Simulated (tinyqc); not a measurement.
# Delay unit and parasitic delay from two ring oscillators

Question. A ring of 31 inverters oscillates at 1/(2 x 31 d), with stage delay d = tau (h + p) for fan-out h. Find tau, p and the delay at fan-out 4.

frequencies of 31-stage ring oscillators with fan-out 2 and 4 (GHz): [0.71187855, 0.44120229]

Solution. d is a straight line in h with slope tau and intercept tau p.

tau = 6.95 ps
p = 1.26
delay at fan-out 4 = 36.6 ps

Program tinyqc, `OMP_NUM_THREADS=1 python tinyqc.py 2082016 2082017 out.jsonl`; Intel Xeon 2.30GHz, shared host, one thread, about 0.01 s.
